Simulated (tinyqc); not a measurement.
Chemically amplified photoresist: aerial image, acid generation, bake, development and line width. Changing the acid diffusivity D. Computed by tinyqc, a small Python program. Command: `OMP_NUM_THREADS=1 python tinyqc.py 3007860 3007861 out.jsonl resist sweep`. One thread of a shared host (Intel(R) Xeon(R) Processor @ 2.30GHz), about 0.05 s of CPU time with the checks.

Lines and spaces of pitch p with a two-beam-like image; x = 0 is the middle of the bright space. The resist is positive and treated as uniform in depth.

Inputs (values chosen for the exercise, for a model resist at 13.5 nm): pitch p = 26 nm; image contrast c = 0.82; mean dose E = 5.56 mJ/cm^2; Dill parameter C = 0.042 cm^2/mJ; quencher load q, relative to the acid generator = 0.18; bake time t = 60 s; amplification rate k_amp = 0.041 1/s; threshold protection m_th = 0.55; development selectivity n = 3; largest rate r_max = 1000 nm/s; smallest rate r_min = 0.03 nm/s; resist thickness d = 28 nm; development time t_d = 45 s; photon energy = 91.84 eV; absorption coefficient alpha = 4.3 1/um.

Method:
- Dose E(x) = E [1 + c cos(2 pi x/p)]; acid h = 1 - exp(-C E(x)).
- Bake: the acid image is blurred by a Gaussian of variance sigma^2 = 2 D t (each Fourier term k of h, taken on 64 points, is multiplied by exp(-4 pi^2 k^2 D t/p^2)).
- Cosine coefficients: h(x) = sum_k h_k cos(2 pi k x/p).
- The quencher then removes q, h_eff = max(h_blurred - q, 0); protection m = exp(-k_amp t h_eff).
- Mack rate r = r_max (a + 1)(1 - m)^n/(a + (1 - m)^n) + r_min, a = ((n + 1)/(n - 1))(1 - m_th)^n.
- Edge: vertical development clears the film where r t_d >= d; the space width is twice the x where r = d/t_d.
- Dose sensitivity = d ln(width)/d ln E from widths at 1.005 E and E/1.005; image log-slope at the edge = |d ln E/dx|, normalised by the width (NILS); latitude for 10 % of width = 10 %/sensitivity.
- The edge lies at x = width/2.
- Absorbed photons per volume N = E(edge) alpha/(photon energy), 1 mJ/cm^2 = 62.41509 eV/nm^2, alpha in 1/nm; a Gaussian blur averages over a volume V = (2 sqrt(pi) sigma)^3; relative noise 1/sqrt(N V); edge noise sigma_x = (dh/d ln E) noise/|dh/dx|, with both derivatives of the blurred acid at the edge.

One run for each value; columns: (1) acid diffusivity D (nm^2/s); (2) dose latitude (%); (3) edge noise from photons (nm); (4) space width (nm); (5) blur factor of the first harmonic:
```
(1)        (2)     (3)     (4)      (5)
0.0008  14.051  33.641  13.514  0.99720
0.0015  14.019  21.036  13.512  0.99476
0.0026  13.969  13.969  13.508  0.99093
0.0048  13.869   8.875  13.500  0.98332
0.0088  13.688   5.697  13.486  0.96964
0.0160  13.366   3.716  13.463  0.94548
0.0290  12.798   2.473  13.427  0.90338
0.0530  11.801   1.695  13.374  0.83051
0.0960  10.185   1.248  13.315  0.71435
```

What does the table show, and why?

Over the rows, dose latitude (%) falls from 14.1 to 10.2 (exponent d ln y / d ln x -0.0036 between the first rows and -0.25 between the last); edge noise from photons (nm) falls from 33.6 to 1.25 (exponent d ln y / d ln x -0.75 between the first rows and -0.51 between the last); space width (nm) falls from 13.51 to 13.32 (exponent d ln y / d ln x -3.0e-4 between the first rows and -0.0074 between the last). Blur pulls the acid image towards its mean: it flattens the acid slope, averages over more photons, and moves the edge unless the clearing threshold lies at that mean.

Caution (all rows): lateral development, standing waves and the joint diffusion of acid and quencher are left out, so widths are indicative. Caution (rows 8.00e-4, 0.00150, 0.00260, 0.00480, 0.00880, 0.0160, 0.0290): with under about ten photons in the blur volume a Gaussian noise estimate is unreliable. Caution (all rows): the noise counts photons alone (acid and quencher statistics add to it) and takes the film as thicker than the blur; a thinner film averages in two dimensions only.
